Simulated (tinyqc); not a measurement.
Six-transistor SRAM cell, nodal equations and margins: one step of the calculation.

Two cross-coupled inverters (pull-down bn, pull-up bp) hold the nodes Q and QB; access transistors (ba, threshold VTn, gate on the word line at Vdd when selected) join them to the bit lines. Transistor (EKV form, voltages against the body): I = 2 n b Vt^2 [F(vp - Vs) - F(vp - Vd)] from drain to source, F(v) = ln^2(1 + exp(v/(2 Vt))), vp = (Vg - VT + sg |Vd - Vs|)/n. n-channel bodies are at 0; for the p-channel device all voltages are counted down from Vdd. b in uA/V^2 gives I in uA. For an access transistor the bit line is the drain and the node the source. In a read both bit lines are at Vdd. The cell is symmetric (no mismatch).

Task. The largest square in the read butterfly. f(x) is the node voltage of one half-cell in a read for input x (In - Ip - Ia = 0). Static noise margin: side of the largest square between the curve (x, f(x)) and its mirror image (f(y), y); with h(c) the root x of f(x) - x = c, it is the maximum over c > 0 of h(c) - h(-c) + c.

Values chosen for this exercise: temperature T = 300 K; supply voltage Vdd = 0.9 V; slope factor n = 1.15; drain-induced barrier lowering sg = 0.117; n-channel threshold VTn = 0.33 V; p-channel threshold (magnitude) VTp = 0.39 V; gain factor of the pull-down transistor bn = 250 uA/V^2; gain factor of the access transistor ba = 100 uA/V^2; gain factor of the pull-up transistor bp = 69 uA/V^2.

Constants: q = 1.602176634e-19 C, kB = 1.380649e-23 J/K, Vt = kB T/q. Results are converted to the units shown.

```
point,c (V)
0,0.15
1,0.25
2,0.35
3,0.42
4,0.5
5,0.55
6,0.6
```

Wanted: h(c); h(-c); side.

Result.

```
point,h(c) (V),h(-c) (V),side (V)
0,0.3653,0.4707,0.0446
1,0.3513,0.5162,0.0851
2,0.3402,0.5650,0.1252
3,0.3306,0.6044,0.1462
4,0.3123,0.6569,0.1555
5,0.2944,0.6933,0.1510
6,0.2697,0.7319,0.1378
```

The maximum over c is 155.5 mV, the read margin; with the word line off (no Ia) the same construction gives 305.1 mV.

Computed by the program tinyqc: `OMP_NUM_THREADS=1 python tinyqc.py 2340019 2340020 out.jsonl`, one thread of a shared Intel Xeon 2.30GHz, about 0.1 s for the whole run.
